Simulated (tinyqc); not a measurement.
Binding against position: donor or exciton in a quantum well (variational effective-mass method). Computed by tinyqc, a small Python program. Command: `OMP_NUM_THREADS=1 python tinyqc.py 3010602 3010603 out.jsonl welldonor walk`. One thread of a shared host (Intel(R) Xeon(R) Processor @ 2.30GHz), about 0.06 s of CPU time with the checks.

H = -nabla^2 - 2/|r - r_i| + V(z) in effective units; trial function psi = f(z) exp(-|r - r_i|/lambda), f the ground state of the well. Mass and screening are the same in well and barrier; l = L/a* is the width in effective units. Bands are flat: no polarisation or applied field.

Inputs (values chosen for the exercise, modelled on ZnO): electron mass m = 0.273 m_0; dielectric constant eps = 8.38; well width L = 2 nm.

Centre: donor. Barriers: infinite.

Constants: Ry = 13.605693123 eV; a_0 = 0.529177210903 angstrom.

Method:
- Ry* = Ry m/eps^2, a* = a_0 eps/m; l = L/a*.
- k = pi/l; f = cos(k z) inside and zero outside; subband energy k^2 Ry*.
- Binding E_b(lambda) = -1/lambda^2 + 4 A/(lambda B), with A = int f^2 exp(-2 s/lambda) dz, B = int f^2 exp(-2 s/lambda)(1 + 2 s/lambda) dz and s = |z - z_i|; 40 Gauss-Legendre points on each piece between the walls at z = -l/2 and l/2 and z_i.
- Each row maximises over lambda (golden section, 0.3 to 4).

l = 1.23125

Ry* = 52.8926 meV

Against position:

| z_i/L | lambda (a*) | binding (Ry*) | binding (meV) |
|---|---|---|---|
| 0.0 | 0.8504 | 2.1009 | 111.12 |
| 0.1 | 0.8697 | 2.0216 | 106.93 |
| 0.2 | 0.9357 | 1.8083 | 95.64 |
| 0.3 | 1.0631 | 1.5330 | 81.09 |
| 0.4 | 1.2414 | 1.2820 | 67.81 |
| 0.5 | 1.4260 | 1.0958 | 57.96 |

What does the comparison show, and why?

From the centre to the wall the binding falls from 111.124 to 57.958 meV, 52 % of the centre value, since the walls keep the electron away from an off-centre ion; uniform doping thus gives a band of levels 53.166 meV wide, with a peak in its density at the centre value, where the slope vanishes. Caution: so narrow a well has large confinement energy, where non-parabolicity and barrier penetration matter.

Extremes, crossings and ranges named in words are read from the listed rows.
